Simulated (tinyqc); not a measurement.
Inside a calculation. Model: input admittance of a MOSFET at zero drain bias: distributed channel and distributed gate.

Program tinyqc, `OMP_NUM_THREADS=1 python tinyqc.py 2262053 2262054 out.jsonl`; Intel Xeon 2.30GHz, shared host, one thread, about 0.01 s. Printed values are rounded.

Source and drain grounded, strong inversion, w = 2 pi f, Cox = eps0 eox/tox. The channel is an RC line of resistance 1/(mu Cox Vo) per square fed from both ends, so one finger has the intrinsic admittance y = i w Cox L tanh(g)/g per width, g = (1/2) sqrt(i w tau), tau = L^2/(mu Vo). The vertical resistance rv/L is in series with y, the overlaps 2 i w Cov in parallel: y_t = 1/(1/y + rv/L) + 2 i w Cov. The gate strip is a line of Rsh/L per length loaded by y_t, so a finger has Y = y_t Wf tanh(k)/k, k = (Wf/sd) sqrt(y_t Rsh/L); the device has Nf Y.

Values chosen for this exercise; values of the order met in silicon radio-frequency transistors:

| symbol | value | unit | meaning |
|---|---|---|---|
| eox | 3.9 |  | relative permittivity of the gate insulator (close to silicon dioxide) |
| tox | 4.1 | nm | insulator thickness |
| L | 0.12 | um | channel length |
| Wf | 9.9 | um | finger width |
| Nf | 1 |  | number of fingers |
| mu | 110 | cm^2/(V s) | channel mobility |
| Vo | 0.53 | V | gate overdrive |
| Rsh | 3.1 | ohm/square | sheet resistance of the gate |
| rv | 3.7 | ohm um^2 | vertical resistivity of the gate stack |
| sd | 1 |  | number of ends at which a finger is contacted |
| Cov | 0.29 | fF/um | overlap and fringe capacitance on each side |
| f | 9.5 | GHz | frequency |

Constants: eps0 = 8.8541878128e-14 F/cm where lengths are in cm. Results are converted to the units shown.

## Low-frequency resistances and capacitance

Low-frequency limits, with c = Cox L and ct = c + 2 Cov: R_strip = Rsh Wf/(3 sd^2 L Nf), R_ch = (c/ct)^2 L/(12 mu Cox Vo Wf Nf), R_vert = (c/ct)^2 rv/(L Wf Nf), C = ct Wf Nf.

parts (ohm): strip 85.25, channel 8.30475, vertical 1.25732
sum = 94.8121 ohm
C = 15.7477 fF
1/(2 pi R C) = 106.596 GHz

The strip term is the largest, 89.9 % of the sum.

## Admittance of the channel and stack per width

tau, g, c = Cox L, y and y_t as defined.

tau = 2.46998 ps
g = 0.135754+0.135754i
c = 1.01067 fF/um
y = 0.7410+60.3164i uS/um
y_t = 0.8532+94.9338i uS/um

w tau = 0.147, and Im y is 1.00 of w c.

## Input impedance of the device

k and Y as defined; Z = 1/(Nf Y) = R + 1/(i w C); Q = |Im Z|/R; signal at the point farthest from a contact |1/cosh k|.

k = 0.348235+0.345119i
Nf Y = 0.082853+0.931346i mS
R = 94.7680 ohm
C = 15.7265 fF
Q = 11.2410
signal at the far point = 0.994153

R is 0.046 % below its low-frequency limit and C is 0.13 % below its own.
